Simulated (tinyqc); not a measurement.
Worked calculation: Weaire-Thorpe hybrids on a Bethe lattice: gap and dangling bond of an amorphous tetrahedral solid. Values are carried at full precision from step to step, so a last printed digit may differ when a step is redone from the rounded ones.

Four sp3 hybrids an atom at energy 0, coupled by -V1 on the atom and by -V2 along a bond; the bonds form a tree (no rings). For any network the gap runs at least from -V2 + V1 to V2 - 3 V1, and p-like states pile up at -V2 + V1 and V2 + V1. On the tree the gap is wider: it ends at Ec = -V1 + sqrt(V2^2 + 4 V1^2 - 2 sqrt3 V1 V2), which makes it well wider than the gaps of the real glasses. A branch seen from a hybrid has the self-energy S = V2^2 g, where g is the Green function of the hybrid across the bond, whose three partners carry S themselves. With a = z - V1, b = a - S: g = 1/(a + V1 b/(b + 3 V1)), z = E + i eta. A full atom has G = (1/b)(b + 3 V1)/(b + 4 V1) per hybrid; a dangling hybrid with shift dh has G = 1/(1/g - dh).

Parameters, chosen for this exercise (of the size of tabulated hybrid energies for amorphous germanium; shifted at random, so the results belong to these values and not to a real crystal): V1 = 1.98 eV (coupling of two hybrids on one atom); V2 = 4.15 eV (coupling of the two hybrids of a bond); E = -4.18 eV (energy); eta = 0.02 eV (broadening); dh = 0.49 eV (shift of the dangling hybrid (rehybridisation)).

## Edges

Bounds -V2 + V1 and V2 - 3 V1. On the tree the s-like bands are narrower: E = -V1 -/+ sqrt(V2^2 + 4 V1^2 + V1 V2 e) with e from -2 sqrt3 to 2 sqrt3 (for a crystal, -4 to 4), so the conduction edge is -V1 + sqrt(V2^2 + 4 V1^2 - 2 sqrt3 V1 V2).

edges (eV): Ev -2.1700, Ec(bound) -1.7900, Ec(tree) 0.1270

gaps (eV): (bound, reached in the crystal) 0.3800, (tree) 2.2970

The gap needs no periodicity, only V2 > 2 V1 (here V2/V1 = 2.096); leaving out rings widens it by 1.917 eV. Two parameters give the trend, not the value.

## The self-energy at one energy

S = V2^2 g is a quadratic A S^2 + B S + C = 0 with A = a + V1, B = -(a (a + 4 V1) + V2^2), C = V2^2 (a + 3 V1), a = z - V1. Of the two roots take the one with Im S < 0 (if both qualify, the decaying one, with the smaller |V1 V2 g/(b + 3 V1)|).

A, B, C: -4.1800+0.0200i  -6.3805+0.0880i  -3.7889+0.3444i

roots (eV): -0.7042+0.5794i  -0.8223-0.5657i

S = -0.8223-0.5657i eV

## Densities at that energy

With z = E + i eta, b = z - V1 - S: full atom G = (b + 3 V1)/(b (b + 4 V1)); g = S/V2^2; dangling hybrid 1/(1/g - dh); densities -Im G/pi.

G (1/eV): (bulk) -0.0468-0.0361i, (dangling with dh = 0) -0.0477-0.0328i, (dangling with dh) -0.0471-0.0314i
densities (1/eV): (bulk) 0.0115, (dangling with dh = 0) 0.0105, (dangling with dh) 0.0100

## The dangling-bond level

For eta = 0 the level solves 1/g(E) = dh inside the gap (bisection); its weight on the dangling hybrid is 1/(d(1/g)/dE), by central differences with step 1e-5 eV.

level = 0.1115 eV
above Ev = 2.2815 eV
weight on the dangling hybrid = 0.125

The level lies at 99 % of the gap of the tree; 88 % of it spreads over the back bonds.

## Checks

- Conduction edge from the formula against the zero of the discriminant: both 0.127030.
- S from the quadratic against damped iteration of S = V2^2 g: both -0.8222613.

Program tinyqc; command `OMP_NUM_THREADS=1 python tinyqc.py 1480860 1480861 out.jsonl`; about 0.04 s on one thread of a shared Intel(R) Xeon(R) Processor @ 2.30GHz.
